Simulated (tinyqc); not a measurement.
Changing the atoms in the particle N: equilibrium crystal shape, supported particles, Gibbs-Thomson effect and coarsening. Computed by tinyqc, a small Python program. Command: `OMP_NUM_THREADS=1 python tinyqc.py 3004464 3004465 out.jsonl wulff sweep`. One thread of a shared host (Intel(R) Xeon(R) Processor @ 2.30GHz), about 0.1 s of CPU time with the checks.

A cubic crystal bounded by {100}, {110} and {111} facets only.

Inputs (values chosen for the exercise, for a model cubic crystal): atomic volume Omega = 17.05 angstrom^3; temperature T = 1075 K.

Surface energies: given.

surface energies gamma(100), gamma(110), gamma(111) (J/m^2): 0.908  1.15  0.934

Constants: e = 1.602176634e-19 C; k_B = 8.617333262e-05 eV/K.

Method:
- The energies and Omega are given.
- Wulff construction: the facet planes lie at distances lambda gamma from the centre, and the shape is the region inside all of them; V = (1/3) sum of area x distance. gamma_mean = sum A gamma / sum A; shape factor eta = A/V^(2/3) (4.836 for a sphere). lambda follows from V = N Omega.
- For the Wulff shape mu - mu(bulk) = 2 Omega gamma/h, with gamma and h = lambda gamma the energy and distance of any one facet plane, here (111); the vapour pressure rises by exp[(mu - mu(bulk))/(k_B T)].

One run for each value:
```
atoms in the particle N  mu - mu(bulk) (meV)  pressure ratio  surface energy per atom (eV)
2.00e+02                              228.41          11.772                       0.34262
6.30e+02                              155.82           5.377                       0.23373
2.00e+03                              106.02           3.141                       0.15903
6.30e+03                               72.32           2.183                       0.10849
2.00e+04                               49.21           1.701                       0.07382
6.30e+04                               33.57           1.437                       0.05036
2.00e+05                               22.84           1.280                       0.03426
6.30e+05                               15.58           1.183                       0.02337
2.00e+06                               10.60           1.121                       0.01590
```

Over the rows, mu - mu(bulk) (meV) falls from 228 to 10.6 (exponent d ln y / d ln x about -0.33 throughout); pressure ratio falls from 11.8 to 1.12 (exponent d ln y / d ln x -0.68 between the first rows and -0.047 between the last); surface energy per atom (eV) falls from 0.343 to 0.0159 (exponent d ln y / d ln x about -0.33 throughout). The exponent of mu - mu(bulk) stays at -0.33: mu goes as 1/size. The exponent of surface energy per atom stays at -0.33: surface over volume.

Caution (rows 200, 630, 2000): below a few thousand atoms edges and corners add to the energy and facets hold few atoms.
